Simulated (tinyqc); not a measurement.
Worked calculation: BHZ model on a square lattice (one spin block). Values are carried at full precision from step to step, so a last printed digit may differ when a step is redone from the rounded ones.

h(k) = e0 + d.s with s the Pauli matrices in the basis (E, H), k in units of 1/a: dx = (A/a) sin kx, dy = (A/a) sin ky, dz = M - (2B/a^2)(2 - cos kx - cos ky), e0 = -(2D/a^2)(2 - cos kx - cos ky). The other spin block is h*(-k). For small k this is the continuum model with dz = M - B k^2.

Values chosen for the exercise (of the size used for HgTe wells; shifted at random, so the results belong to these values and not to a real crystal): A = 3.46 eV angstrom; B = -63.2 eV angstrom^2; D = -48.4 eV angstrom^2; M = -0.0217 eV (mass term); a = 50 angstrom (grid spacing); k = (-0.52, 0.38) 1/a (wave vector); nk = 32 (points along kx).

## One k point

Form e0, d and E = e0 -/+ |d|.

e0 = 7.880 meV

dx, dy, dz (meV): -34.384  25.668  -11.410

levels (meV): -36.519  52.279

## Signs of dz at the four invariant points

dz = M, M - 4B/a^2 (twice), M - 8B/a^2 at (0,0), (pi,0), (0,pi), (pi,pi). The product of the signs is (-1)^nu. C = (s00 - s0p - sp0 + spp)/2 is the Chern number of the lower band of this block, in the sense Omega = curl of i<u|grad u>.

dz (meV): (0,0) -21.70, (pi,0) 79.42, (0,pi) 79.42, (pi,pi) 180.54

nu (Z2 index) = 1
C = -1

M/B > 0: the bands are inverted at Gamma alone, a quantum spin Hall insulator.

## Wilson loop

For each ky: x = -(1/2 pi) arg of the product of <u_j|u_(j+1)> over nk points kx = 2 pi j/nk of the lower band, folded into (-1/2, 1/2]. x is the centre of the hybrid Wannier function; minus its winding over ky from -pi to pi (followed on 61 points) is C.

Centres:

| ky | x (a) |
|---|---|
| -3.142 | 0.0000 |
| -1.500 | 0.0545 |
| -0.700 | 0.1432 |
| -0.350 | 0.2600 |
| -0.150 | 0.3809 |
| 0.000 | 0.5000 |
| 0.150 | -0.3809 |
| 0.350 | -0.2600 |
| 0.700 | -0.1432 |
| 1.500 | -0.0545 |
| 3.142 | 0.0000 |

C from the winding = -1

The centre winds once across the cell, 48 % of the way within |ky| < 0.35; the other spin winds oppositely, so the pair switches partners.

## Edge state of the continuum model

At a hard wall the state is exp(-l1 y) - exp(-l2 y). At kx = 0: E = -D M/B, slope hbar v = A sqrt(1 - D^2/B^2), l = F -/+ sqrt(F^2 - M/B) with F = |A|/(2 sqrt(B^2 - D^2)); complex l means an oscillating tail. Penetration 1/Re(l1).

E at kx = 0 = 16.618 meV
hbar v = 2.2250 eV angstrom

l1, l2 (1/angstrom): 0.00424  0.08089

penetration = 235.6 angstrom

## Checks

- Chern number from the winding against the sign formula: both -1.0.

Program tinyqc; command `OMP_NUM_THREADS=1 python tinyqc.py 1450032 1450033 out.jsonl`; about 0.1 s on one thread of a shared Intel(R) Xeon(R) Processor @ 2.30GHz.
